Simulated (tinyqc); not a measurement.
Input admittance of a MOSFET at zero drain bias: distributed channel and distributed gate: two steps of the calculation.

Source and drain grounded, strong inversion, w = 2 pi f, Cox = eps0 eox/tox. The channel is an RC line of resistance 1/(mu Cox Vo) per square fed from both ends, so one finger has the intrinsic admittance y = i w Cox L tanh(g)/g per width, g = (1/2) sqrt(i w tau), tau = L^2/(mu Vo). The vertical resistance rv/L is in series with y, the overlaps 2 i w Cov in parallel: y_t = 1/(1/y + rv/L) + 2 i w Cov. The gate strip is a line of Rsh/L per length loaded by y_t, so a finger has Y = y_t Wf tanh(k)/k, k = (Wf/sd) sqrt(y_t Rsh/L); the device has Nf Y.

Values chosen for this exercise; values of the order met in silicon radio-frequency transistors: relative permittivity of the gate insulator (close to silicon dioxide) eox = 3.9; insulator thickness tox = 4.6 nm; channel length L = 0.73 um; finger width Wf = 9.9 um; number of fingers Nf = 16; channel mobility mu = 150 cm^2/(V s); gate overdrive Vo = 0.58 V; sheet resistance of the gate Rsh = 22 ohm/square; vertical resistivity of the gate stack rv = 1 ohm um^2; number of ends at which a finger is contacted sd = 1; overlap and fringe capacitance on each side Cov = 0.35 fF/um; frequency f = 2.3 GHz.

Constants: eps0 = 8.8541878128e-14 F/cm where lengths are in cm. Results are converted to the units shown.

Problem 1. Admittance of the channel and stack per width. tau, g, c = Cox L, y and y_t as defined.

Wanted: tau; g; c; y; y_t.

Solution 1.

tau = 61.253 ps
g = 0.33264+0.33264i
c = 5.4800 fF/um
y = 5.796+78.680i uS/um
y_t = 5.804+88.795i uS/um

w tau = 0.885, and Im y is 0.994 of w c.

Problem 2. Input impedance of the device. k and Y as defined; Z = 1/(Nf Y) = R + 1/(i w C); Q = |Im Z|/R; signal at the point farthest from a contact |1/cosh k|.

y_t = 5.804182+88.794568i uS/um

Find: k; Nf Y; R; C; Q; signal at the far point.

Solution 2.

k = 0.37415+0.35049i
Nf Y = 2.106+13.782i mS
R = 10.834 ohm
C = 975.94 fF
Q = 6.5448
signal at the far point = 0.98593

Computed by the program tinyqc: `OMP_NUM_THREADS=1 python tinyqc.py 2262126 2262127 out.jsonl`, one thread of a shared Intel Xeon 2.30GHz, about 0.01 s for the whole run.
